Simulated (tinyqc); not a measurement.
Cyclotron resonance of ellipsoidal valleys, Si type: sweeps and comparisons. A value that a table varies takes the place of the one given here.

Valleys along [100], [010], [001] (each with its opposite partner), mass ml along the axis and mt across it. B lies in the (1-10) plane, b = (sin(theta)/sqrt2, sin(theta)/sqrt2, cos(theta)). For the angle phi between B and the axis, 1/mc^2 = cos^2(phi)/mt^2 + sin^2(phi)/(mt ml). Resonance: h nu = 2 muB B/mc, h = 2 pi hbar.

Constants: hbar = 6.58211957e-16 eV s; muB = 5.788381798e-05 eV/T.

Parameters, chosen for this exercise (near those of Si; the results hold for these values, not for the real material): ml = 0.924 m0 (longitudinal mass); mt = 0.197 m0 (transverse mass); ths = (0, 20, 35, 50, 65, 80, 90) degrees (angles); g1 = 4.25 (Luttinger gamma1); g2 = 0.34 (gamma2); g3 = 1.43 (gamma3); theta = 26 degrees (angle of B from [001] towards [110]); nu = 24 GHz (microwave frequency).

## Rotating the field

mc against theta; [100] and [010] stay equal in this plane.

Cyclotron masses (m0):
```
theta (degrees)   [100]   [001]
0                0.4266  0.1970
20               0.3869  0.2067
35               0.3366  0.2288
50               0.2956  0.2685
65               0.2690  0.3312
80               0.2554  0.4047
90               0.2529  0.4266
```

How do the results move?

All valleys give one line at theta = 54.7 degrees, B along [111], with mc = 0.2857. The [001] pair goes from mt to sqrt(ml mt), a factor 2.17; the other four only fall from sqrt(ml mt) to 0.2529, since their angle to B never drops below 45 degrees.

## Heavy and light holes (cyclotron masses of warped hole bands)

E = c k^2 f(n) with f = g1 -/+ 2 sqrt(g2^2 + 3 (g3^2 - g2^2)(nx^2 ny^2 + ny^2 nz^2 + nz^2 nx^2)). For the orbit through k = 0 perpendicular to b = (sin(theta)/sqrt2, sin(theta)/sqrt2, cos(theta)), mc is the mean of 1/f over the directions n in that plane (180 evenly spaced angles). Quantum effects of the lowest levels are left out.

Cyclotron masses (m0):
```
theta (degrees)   heavy   light
0                0.4202  0.1693
20               0.4678  0.1604
35               0.5336  0.1523
50               0.5697  0.1484
65               0.5660  0.1492
80               0.5522  0.1537
90               0.5479  0.1557
```

How do the results move?

The heavy mass varies by 36 % over the table, with its largest listed value at 50 degrees ([111] lies at 54.7) and its smallest at 0; the light mass varies by 14.1 %. The warping term enters both with the same size, but it is set against a small inverse mass in one and a large one in the other (along [111], g1 - 2 g3 = 1.39 and g1 + 2 g3 = 7.11).

## What each parameter does

Resonance fields B = h nu mc/(2 muB) of the valleys [100] and [001]. Each row changes one parameter from the base and keeps the others.

Results:
```
case                [100] (T)  [001] (T)
base                   0.3143     0.1833
ml = 1.063 m0          0.3290     0.1839
mt = 0.177 m0          0.2925     0.1651
theta = 22 degrees     0.3260     0.1791
nu = 26.4 GHz          0.3457     0.2017
```

What does this show?

The largest shifts from the base row, up to three for each result and ties (the steps differ in size, so this ranks the rows, not the parameters). [100] (T): nu +0.0314, mt -0.0218, ml +0.0147. [001] (T): nu +0.0183, mt -0.0182, theta -0.0043.

Program tinyqc; command `OMP_NUM_THREADS=1 python tinyqc.py 1281974 1281975 out.jsonl`; about 0.01 s on one thread of a shared Intel(R) Xeon(R) Processor @ 2.30GHz.
